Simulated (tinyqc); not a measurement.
Hot electrons in a saturated n-channel MOSFET, lucky-electron model: two steps of the calculation.

Beyond pinch-off the lateral field grows as Esat cosh(y/l) over the velocity-saturated region (pseudo-two-dimensional model). Impact ionisation in this region gives the substrate current, which biases the body forward through Rsub. Currents are per width. Local-field laws: they overstate ionisation when the field peak is narrower than an energy relaxation length.

Parameters, values chosen for the exercise; values close to those of silicon n-channel devices:
```
symbol  value        unit                                   meaning
L        0.25          um                            channel length
tox       5.3          nm                           oxide thickness
xj         67          nm                            junction depth
VT       0.44           V                                 threshold
mu        310  cm^2/(V s)                        effective mobility
vs      7.8e6        cm/s                       saturation velocity
Ai        2e6        1/cm                      ionisation prefactor
Bi       1.81       MV/cm                          ionisation field
Rd          0      ohm um     resistance of the lightly doped drain
Rsub    20000      ohm um                      substrate resistance
kb       0.35              fall of VT per volt of forward body bias
Vd        2.1           V                             drain voltage
Vg        1.6           V                              gate voltage
```

Constants: eps0 = 8.8541878128e-14 F/cm where lengths are in cm. Results are converted to the units shown.

Question 1. Length and field scales. Cox = 3.9 eps0/tox, l = sqrt(3 tox xj), Esat = 2 vs/mu.

Give: Cox; l; Esat; Esat L.

Answer 1.

Cox = 0.6515 uF/cm^2
l = 32.64 nm
Esat = 0.05032 MV/cm
Esat L = 1.258 V

Question 2. Body bias from the substrate current. Cox = 3.9 eps0/tox. Overdrive g = Vg - VT + kb Vb; Vdsat = g Esat L/(g + Esat L); Id = Cox vs (g - Vdsat); dV = Vd - Id Rd - Vdsat; Em = sqrt((dV/l)^2 + Esat^2); Isub = Id (Ai/Bi) l Em exp(-Bi/Em). Vb(new) = Rsub Isub.

Vb at the start = 0 V
l = 32.638934 nm
Esat = 0.050322581 MV/cm

Find: Vdsat; Id; dV; Em; Isub; Vb after iteration 1.

Answer 2.

Vdsat = 0.60352 V
Id = 282.80 uA/um
dV = 1.4965 V
Em = 0.46125 MV/cm
Isub = 9.2955 uA/um
Vb after iteration 1 = 0.18591 V

tinyqc, about 0.01 s, one thread, Intel Xeon 2.30GHz (shared host): `OMP_NUM_THREADS=1 python tinyqc.py 2550049 2550050 out.jsonl`
